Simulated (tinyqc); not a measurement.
Hueckel theory of the pi electrons with the omega technique, for the molecule BC1=CC=CC(=C)C=C1 (SMILES; centres numbered as the heavy atoms are written), step by step. One step of it, computed by the program tinyqc.

Problem. Orbitals, round 1. Diagonalise; E = alpha + x beta with beta < 0, so the largest x are filled first; degenerate levels share their electrons. P = sum n_i c_ri c_si; each orbital has its largest coefficient positive (the first on a tie).

Hueckel matrix in units of beta (H = alpha + beta A):
```
           1B        2C        3C        4C        5C        6C        7C        8C
1B  -1.000000  0.700000  0.000000  0.000000  0.000000  0.000000  0.000000  0.000000
2C   0.700000  0.000000  1.000000  0.000000  0.000000  0.000000  0.000000  0.000000
3C   0.000000  1.000000  0.000000  1.000000  0.000000  0.000000  0.000000  0.000000
4C   0.000000  0.000000  1.000000  0.000000  1.000000  0.000000  0.000000  0.000000
5C   0.000000  0.000000  0.000000  1.000000  0.000000  1.000000  0.000000  0.000000
6C   0.000000  0.000000  0.000000  0.000000  1.000000  0.000000  1.000000  1.000000
7C   0.000000  0.000000  0.000000  0.000000  0.000000  1.000000  0.000000  0.000000
8C   0.000000  0.000000  0.000000  0.000000  0.000000  1.000000  0.000000  0.000000
9C   0.000000  1.000000  0.000000  0.000000  0.000000  0.000000  0.000000  1.000000

          9C
1B  0.000000
2C  1.000000
3C  0.000000
4C  0.000000
5C  0.000000
6C  0.000000
7C  0.000000
8C  1.000000
9C  0.000000
```

pi electrons, sum of z_r less the charge = 8

Give: x values; occupations; coefficients; charge and bond-order matrix P.

Solution.

x values: 2.1075  1.4949  1.2563  0.2501  -0.3212  -0.7193  -1.1246  -1.9455  -1.9981

occupations: 2.0000  2.0000  2.0000  2.0000  0.0000  0.0000  0.0000  0.0000  0.0000

coefficients:
```
       MO1      MO2      MO3      MO4      MO5      MO6      MO7      MO8
1B  0.0761   0.1468  -0.0573   0.1661   0.3780  -0.2798   0.7432  -0.2825
2C  0.3377   0.5234  -0.1846   0.2966   0.3665  -0.1122  -0.1323   0.3815
3C  0.3164   0.4433   0.2911   0.2200  -0.4585  -0.2741  -0.2585  -0.4192
4C  0.3291   0.1393   0.5502  -0.2416  -0.2193   0.3093   0.4230   0.4339
5C  0.3771  -0.2351   0.4002  -0.2804   0.5289   0.0515  -0.2172  -0.4251
6C  0.4656  -0.4907  -0.0474   0.1715   0.0494  -0.3464  -0.1787   0.3931
7C  0.2209  -0.3283  -0.0377   0.6854  -0.1538   0.4815   0.1589  -0.2020
8C  0.3833  -0.1702  -0.4221  -0.3622  -0.3910  -0.2839   0.2593  -0.1376
9C  0.3421   0.2363  -0.4829  -0.2620   0.0762   0.5506  -0.1129  -0.1254

        MO9
1B   0.2975
2C  -0.4242
3C   0.2060
4C   0.0126
5C  -0.2312
6C   0.4493
7C  -0.2249
8C  -0.4418
9C   0.4334
```

charge and bond-order matrix P:
```
         1B       2C       3C       4C       5C       6C       7C       8C
1B   0.1164   0.3248   0.2181  -0.0523  -0.1506  -0.0109   0.1692  -0.0636
2C   0.3248   1.0201   0.7008   0.0217  -0.3054  -0.0799   0.2262   0.0217
3C   0.2181   0.7008   0.8595   0.5458   0.1398  -0.0926   0.1284  -0.3134
4C  -0.0523   0.0217   0.5458   0.9776   0.7586   0.0347  -0.3188  -0.0847
5C  -0.1506  -0.3054   0.1398   0.7586   0.8725   0.4477  -0.0937   0.2343
6C  -0.0109  -0.0799  -0.0926   0.0347   0.4477   0.9785   0.7665   0.4398
7C   0.1692   0.2262   0.1284  -0.3188  -0.0937   0.7665   1.2557  -0.1835
8C  -0.0636   0.0217  -0.3134  -0.0847   0.2343   0.4398  -0.1835   0.9703
9C   0.0897   0.5012   0.0296  -0.1138  -0.0926   0.0427  -0.3267   0.7792

         9C
1B   0.0897
2C   0.5012
3C   0.0296
4C  -0.1138
5C  -0.0926
6C   0.0427
7C  -0.3267
8C   0.7792
9C   0.9494
```
